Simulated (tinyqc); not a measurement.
Ellipsometry and reflectance of a transparent film on an absorbing substrate: two steps of the calculation.

Air (index 1), film, substrate with N2 = n2 - i k2; time factor exp(+i w t). q_j = sqrt(N_j^2 - sin^2 th), root with positive real part. Fresnel coefficients r_s = (q_a - q_b)/(q_a + q_b), r_p = (N_b^2 q_a - N_a^2 q_b)/(N_b^2 q_a + N_a^2 q_b). tan(Psi) exp(i Delta) = R_p/R_s, Delta taken from 0 to 360 degrees.

Values chosen for this exercise; indices close to those of hafnium oxide on silicon:
```
symbol,value,unit,meaning
lam,800,nm,wavelength
th,70,degrees,angle of incidence
n1,2.034,,index of the transparent film
d,7.9,nm,film thickness
n2,3.692,,index of the substrate
k2,0.0065,,extinction coefficient of the substrate
```

Question 1. Interface coefficients and thickness period. q0, q1, q2 and the coefficients r01 and r12 for p and s; the results repeat in d with the period lam/(2 q1).

Find: q0; q1; q2; r01,p; r01,s; r12,p; r12,s; period.

Answer 1.

q0 = 0.34202
q1 = 1.8039
q2 = 3.5704-0.0067i
r01,p = -0.12083
r01,s = -0.68124
r12,p = 0.24943-0.00077i
r12,s = -0.32869+0.00084i
period = 221.74 nm

Question 2. Psi, Delta and reflectances. beta = 2 pi d q1/lam, X = exp(-2 i beta), R = (r01 + r12 X)/(1 + r01 r12 X) for p and s.

q1 = 1.8039218
r01,p = -0.12082686
r01,s = -0.68124007
r12,p = 0.24943087-0.00076833i
r12,s = -0.32869118+0.00083957i

Find: beta; X; R_p; R_s; Psi; Delta; |R_p|^2; |R_s|^2.

Answer 2.

beta = 0.1119 rad
X = 0.9750-0.2220i
R_p = 0.1255-0.0587i
R_s = -0.8232+0.0266i
Psi = 9.548 degrees
Delta = 156.8 degrees
|R_p|^2 = 0.01919
|R_s|^2 = 0.6784

The bare substrate gives Psi = 9.129 and Delta = 179.67 degrees.

tinyqc, about 0.01 s, one thread, Intel Xeon 2.30GHz (shared host): `OMP_NUM_THREADS=1 python tinyqc.py 2870142 2870143 out.jsonl`
